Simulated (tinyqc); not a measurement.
Inside a calculation. Method: MP2 on RHF in the 6-31g basis, for H3+, spin multiplicity 1. One step of it, computed by the program tinyqc.

Task: Second-order Moller-Plesset energy. E2 = sum_ijab (ia|jb) [2 (ia|jb) - (ib|ja)] / (e_i + e_j - e_a - e_b) over occupied i, j and virtual a, b; the opposite-spin part is (ia|jb)^2 / denominator, the rest is same-spin, and SCS-MP2 scales them by 6/5 and 1/3.

orbital energies (hartree): MO1 -1.151696, MO2 -0.216754, MO3 -0.186278, MO4 0.376523, MO5 0.704369, MO6 0.768417

Two-electron integrals over orbitals (pq|rs), unique and non-zero (hartree):
```
p,q,r,s,(pq|rs)
1,1,1,1,0.635267
2,1,1,1,-0.009253
2,1,2,1,0.096208
2,2,1,1,0.465291
2,2,2,1,0.043600
2,2,2,2,0.436119
3,1,3,1,0.088811
3,2,3,1,-0.038279
3,2,3,2,0.031884
3,3,1,1,0.457651
3,3,2,1,-0.042867
3,3,2,2,0.355632
3,3,3,3,0.420883
4,1,1,1,0.130449
4,1,2,1,-0.004512
4,1,2,2,0.057639
4,1,3,3,0.053596
4,1,4,1,0.067102
4,2,1,1,-0.005979
4,2,2,1,-0.004763
4,2,2,2,-0.007208
4,2,3,3,0.002969
4,2,4,1,-0.004373
4,2,4,2,0.031894
4,3,3,1,-0.010809
4,3,3,2,0.006149
4,3,4,3,0.035418
4,4,1,1,0.459218
4,4,2,1,-0.010053
4,4,2,2,0.372171
4,4,3,3,0.373908
4,4,4,1,0.063075
4,4,4,2,-0.001139
4,4,4,4,0.378114
5,1,1,1,0.003470
5,1,2,1,-0.075719
5,1,2,2,-0.037336
5,1,3,3,0.031509
5,1,4,1,0.003409
5,1,4,2,-0.025973
5,1,4,4,0.004858
5,1,5,1,0.090944
5,2,1,1,-0.150503
5,2,2,1,-0.033074
5,2,2,2,-0.093887
5,2,3,3,-0.062796
5,2,4,1,-0.062578
5,2,4,2,-0.010635
5,2,4,4,-0.075866
5,2,5,1,0.043714
5,2,5,2,0.099830
5,3,3,1,0.028224
5,3,3,2,-0.009235
5,3,4,3,0.009447
5,3,5,3,0.019247
5,4,1,1,0.006657
5,4,2,1,-0.080830
5,4,2,2,-0.038117
5,4,3,3,0.035810
5,4,4,1,0.003809
5,4,4,2,0.002125
5,4,4,4,0.008601
5,4,5,1,0.070084
5,4,5,2,0.031555
5,4,5,4,0.080670
5,5,1,1,0.545908
5,5,2,1,0.072938
5,5,2,2,0.471197
5,5,3,3,0.375144
5,5,4,1,0.108335
5,5,4,2,0.008212
5,5,4,4,0.412005
5,5,5,1,-0.082032
5,5,5,2,-0.166097
5,5,5,4,-0.073026
5,5,5,5,0.591334
6,1,3,1,-0.075631
6,1,3,2,0.035073
6,1,4,3,-0.023150
6,1,5,3,-0.037079
6,1,6,1,0.099044
6,2,3,1,0.035179
6,2,3,2,-0.013133
6,2,4,3,0.010089
6,2,5,3,0.020555
6,2,6,1,-0.044773
6,2,6,2,0.025364
6,3,1,1,-0.151118
6,3,2,1,0.036281
6,3,2,2,-0.065520
6,3,3,3,-0.084641
6,3,4,1,-0.063747
6,3,4,2,0.013566
6,3,4,4,-0.078375
6,3,5,1,-0.039441
6,3,5,2,0.048395
6,3,5,4,-0.032395
6,3,5,5,-0.091883
6,3,6,3,0.093478
6,4,3,1,-0.078822
6,4,3,2,0.035332
6,4,4,3,0.005050
6,4,5,3,-0.028857
6,4,6,1,0.077394
6,4,6,2,-0.035799
6,4,6,4,0.085217
6,5,3,1,-0.060556
6,5,3,2,0.034038
6,5,4,3,-0.009460
6,5,5,3,-0.025396
6,5,6,1,0.072774
6,5,6,2,-0.031766
6,5,6,4,0.065228
6,5,6,5,0.060583
6,6,1,1,0.570080
6,6,2,1,-0.076170
6,6,2,2,0.392680
6,6,3,3,0.462909
6,6,4,1,0.120623
6,6,4,2,-0.017893
6,6,4,4,0.432494
6,6,5,1,0.076061
6,6,5,2,-0.102043
6,6,5,4,0.072274
6,6,5,5,0.441728
6,6,6,3,-0.167290
6,6,6,6,0.611687
```

Hartree-Fock energy = -1.26492745 hartree

Give: Terms; Pair energies; MP2 correlation energy; SCS-MP2 correlation energy; MP2 total energy.

Result:

Terms:
```
i,j,a,b,(ia|jb),(ib|ja),denominator,term
1,1,2,2,0.0962,0.0962,-1.8699,-0.0050
1,1,3,3,0.0888,0.0888,-1.9308,-0.0041
1,1,6,6,0.0990,0.0990,-3.8402,-0.0026
1,1,5,5,0.0909,0.0909,-3.7121,-0.0022
1,1,5,2,-0.0757,-0.0757,-2.7910,-0.0021
1,1,2,5,-0.0757,-0.0757,-2.7910,-0.0021
1,1,6,3,-0.0756,-0.0756,-2.8855,-0.0020
1,1,3,6,-0.0756,-0.0756,-2.8855,-0.0020
1,1,4,4,0.0671,0.0671,-3.0564,-0.0015
1,1,2,4,-0.0045,-0.0045,-2.4632,-8.27e-06
1,1,4,2,-0.0045,-0.0045,-2.4632,-8.27e-06
1,1,4,5,0.0034,0.0034,-3.3843,-3.43e-06
1,1,5,4,0.0034,0.0034,-3.3843,-3.43e-06
```

Pair energies (hartree; pair i-j sums ij and ji):
```
pair,opposite spin,same spin
1-1,-0.0234,0
```

MP2 correlation energy = -0.023387 hartree

SCS-MP2 correlation energy = -0.028065 hartree

MP2 total energy = -1.288315 hartree
